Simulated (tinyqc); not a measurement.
## MOSFET in the linear regime without short-channel effects, parameter extraction from computed curves: extraction methods against the body factor

Inversion charge Q = Cox n Vt W0(exp((Vg - VT)/(n Vt))), W0 the Lambert function and n = nf; u = Q/Cox; mobility mu = mu0/(1 + th1 u + th2 u^2); channel resistance Rch = (L - dL)/(W mu Q); Id = Vd/(Rch + Rsd/W). Cox = eps0 eox/tox. Small Vd, no channel-length or drain effects.

From the continuous curve Id(Vg): tangent at peak gm (V_ext = Vg - Id/gm); constant current Id = 0.1 uA W/L; peak of d2Id/dVg2; Y = Id/sqrt(gm) drawn through Vg = VT + 0.6 and VT + 0.8 V, with intercept VT_Y and slope s. Mobilities gm,max L/(W Cox Vd) and s^2 L/(W Cox Vd) with the drawn L. Last column: share of Rsd/W in the total resistance at VT + 0.8 V.

Parameters, values chosen for the exercise; channel values of the order met in silicon transistors:

| symbol | value | unit | meaning |
|---|---|---|---|
| T | 77 | K | temperature |
| eox | 7.59 |  | relative permittivity of the gate insulator (close to silicon nitride) |
| tox | 11 | nm | insulator thickness |
| mu0 | 150 | cm^2/(V s) | low-field mobility |
| th1 | 0.6 | 1/V | first mobility attenuation factor |
| th2 | 0 | 1/V^2 | second mobility attenuation factor |
| VT | 0.33 | V | threshold voltage |
| W | 1 | um | gate width |
| L | 0.54 | um | drawn gate length |
| dL | 0.004 | um | drawn less effective length |
| Rsd | 290 | ohm um | source plus drain resistance |
| Vd | 0.02 | V | drain voltage |

Constants: q = 1.602176634e-19 C, kB = 1.380649e-23 J/K, Vt = kB T/q, eps0 = 8.8541878128e-14 F/cm where lengths are in cm. Results are converted to the units shown.

Results:
```
nf	V_ext (V)	constant current (V)	second derivative (V)	VT_Y (V)	mobility from gm (cm^2/(V s))	mobility from Y (cm^2/(V s))	series share (%)
1	0.336	0.400	0.329	0.351	126	148	2.54
1.1	0.336	0.401	0.329	0.352	125	148	2.54
1.2	0.336	0.402	0.328	0.353	124	148	2.53
1.3	0.336	0.402	0.328	0.354	123	147	2.53
1.5	0.336	0.403	0.328	0.357	121	147	2.52
1.6	0.336	0.404	0.328	0.358	121	146	2.51
1.7	0.336	0.404	0.328	0.359	120	146	2.51
```

Estimate the missing row, nf = 1.4.

Computed row:
```
nf	V_ext (V)	constant current (V)	second derivative (V)	VT_Y (V)	mobility from gm (cm^2/(V s))	mobility from Y (cm^2/(V s))	series share (%)
1.4	0.336	0.403	0.328	0.355	122	147	2.52
```

With this row back in the table: The model has VT = 0.33 V and mu0 = 150 cm^2/(V s). Over the table the extracted thresholds move by 0.71 mV (tangent), 3.9 mV (constant current), 1.0 mV (second derivative), 8.1 mV (Y function). The mobility from gm falls from 126 to 120 and that from Y falls from 148 to 146 cm^2/(V s).

Computed by the program tinyqc: `OMP_NUM_THREADS=1 python tinyqc.py 2210108 2210109 out.jsonl`, one thread of a shared Intel Xeon 2.30GHz, about 0.01 s for the whole run.
